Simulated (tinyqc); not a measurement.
# Finite-difference solution of the diffusion equation on a small grid, step by step

A worked calculation. Computed by tinyqc, a small Python program that keeps every step. Command: `OMP_NUM_THREADS=1 python tinyqc.py 3027711 3027712 out.jsonl fdiff walk`. One thread of a shared host (Intel(R) Xeon(R) Processor @ 2.30GHz), about 0.01 s of CPU time with the checks. Intermediate numbers are printed to about 6 digits and carried at full precision; extremes and crossings named in words are read from the listed rows.

dC/dt = D d2C/dx2 on nodes x_j = j dx, j = 0..8; the far end is sealed.

Inputs (values chosen for the exercise): diffusivity D = 1.7 nm^2/s; grid spacing dx = 5 nm; time step dt = 4.4 s; final time t_f = 132 s; loss velocity h = 0.022 nm/s.

Boundary at x = 0: surface loss. Scheme: explicit.

start values C_j, j = 0, 1, ... (% of a reference): [7.49, 68.5, 100, 78.2, 19.9, 1.13, 0, 0, 0]

## Mesh ratio and operator

The operator M acts as (M C)_j = C_(j-1) - 2 C_j + C_(j+1); at the sealed far end a mirror node gives 2 C_(N-2) - 2 C_(N-1); at j = 0, the outward flux h C_0 gives 2 C_1 - (2 + 2 h dx/D) C_0. r = D dt/dx^2.

mesh ratio r = 0.2992

operator M, rows 0, 1, 2, 3, 4, 5, 6, 7, 8:
```
[[-2.12941, 2.00000, 0.00000, 0.00000, 0.00000, 0.00000, 0.00000, 0.00000, 0.00000],
 [1.00000, -2.00000, 1.00000, 0.00000, 0.00000, 0.00000, 0.00000, 0.00000, 0.00000],
 [0.00000, 1.00000, -2.00000, 1.00000, 0.00000, 0.00000, 0.00000, 0.00000, 0.00000],
 [0.00000, 0.00000, 1.00000, -2.00000, 1.00000, 0.00000, 0.00000, 0.00000, 0.00000],
 [0.00000, 0.00000, 0.00000, 1.00000, -2.00000, 1.00000, 0.00000, 0.00000, 0.00000],
 [0.00000, 0.00000, 0.00000, 0.00000, 1.00000, -2.00000, 1.00000, 0.00000, 0.00000],
 [0.00000, 0.00000, 0.00000, 0.00000, 0.00000, 1.00000, -2.00000, 1.00000, 0.00000],
 [0.00000, 0.00000, 0.00000, 0.00000, 0.00000, 0.00000, 1.00000, -2.00000, 1.00000],
 [0.00000, 0.00000, 0.00000, 0.00000, 0.00000, 0.00000, 0.00000, 2.00000, -2.00000]]
```

## Amplification factors

The mode of M with eigenvalue mu has its amplitude multiplied per step by g = (1 + (1 - theta) r mu)/(1 - theta r mu), with theta = 0 explicit, 1 implicit, 1/2 Crank-Nicolson; the explicit scheme is stable for r up to 2/|mu_min|.

eigenvalues mu of M: [-4.00969, -3.86422, -3.43044, -2.78155, -2.01615, -1.25075, -0.60183, -0.16791, -0.00687]

factors g: [-0.199698, -0.156175, -0.026387, 0.167761, 0.396767, 0.625774, 0.819933, 0.949761, 0.997945]

largest stable r of the explicit scheme = 0.498792

The smallest factor is -0.200: the shortest waves flip sign at each step while they decay.

## Time step 1

C at the start (%): [7.49, 68.50, 100.00, 78.20, 19.90, 1.13, 0.00, 0.00, 0.00]

With r = D dt/dx^2: (1 - theta r M) C(new) = (1 + (1 - theta) r M) C(old); theta = 0 explicit, 1 implicit, 1/2 Crank-Nicolson.

C after step 1 (%): [43.7084, 59.6706, 84.0526, 67.2792, 31.7274, 6.4079, 0.3381, 0.0000, 0.0000]

## Time step 2

The formulas are those given above.

C after step 2 (%): [51.5678, 62.1898, 71.7389, 61.6607, 34.7889, 12.1674, 2.0530, 0.1012, 0.0000]

## All steps

The run takes n = round(t_f/dt) steps of length t_f/n. The dose is the trapezoidal sum of C dx; the error is the largest difference from exp(M D t/dx^2) C(0), the exact time evolution on the same grid.

Course of the run:
```
step  t (s)      C_1      C_4  dose (% nm)  largest error
1       4.4  59.6706  31.7274      1356.65        10.8706
2       8.8  62.1898  34.7889      1352.42         6.4909
3      13.2  61.8688  36.0606      1347.43         4.7895
4      17.6  61.2872  36.1876      1342.01         3.2793
5      22.0  60.2853  36.0051      1336.47         2.2603
6      26.4  59.0982  35.7093      1330.90         1.5259
7      30.8  57.8108  35.3972      1325.39         1.1026
...     ...      ...      ...          ...            ...
24    105.6  40.1128  32.2228      1247.83         0.4205
25    110.0  39.4279  32.1027      1244.08         0.4156
26    114.4  38.7742  31.9862      1240.39         0.4100
27    118.8  38.1503  31.8728      1236.77         0.4038
28    123.2  37.5548  31.7624      1233.21         0.3972
29    127.6  36.9863  31.6547      1229.71         0.3903
30    132.0  36.4435  31.5496      1226.26         0.3830
```

C at the end (%): [35.0511, 36.4435, 36.1031, 34.3083, 31.5496, 28.4477, 25.6487, 23.7138, 23.0239]

largest error at t_f = 0.383031 %

final dose = 1226.26 % nm

final C_4 = 31.5496 %

The time-step error at the end is 0.38 on a scale of 36.4. The dose falls through the surface.

## The three schemes as the step is halved

Each run reaches t_f in n equal steps; errors are the largest difference from exp(M D t_f/dx^2) C(0). A dash marks unstable explicit runs.

Largest error at t_f (%):
```
steps n        r  explicit  implicit  Crank-Nicolson
4        2.24400         -   2.48717     2.59438e+00
8        1.12200         -   1.33351     4.61208e-02
16       0.56100         -   0.68844     1.14864e-02
32       0.28050  0.358787   0.34932     2.86652e-03
64       0.14025  0.178246   0.17589     7.16299e-04
128      0.07013  0.088833   0.08824     1.79054e-04
256      0.03506  0.044343   0.04420     4.47622e-05
```

From the last two rows, halving the step divides the error by 2.00 (explicit), 2.00 (implicit), 4.00 (Crank-Nicolson): a factor 2 marks first order in dt and 4 second order. The explicit scheme needs n of at least 18 to be stable; the other two are stable at any step.

Checks made by the program: matrix exponential against 4096 Crank-Nicolson steps (relative difference 5e-09).
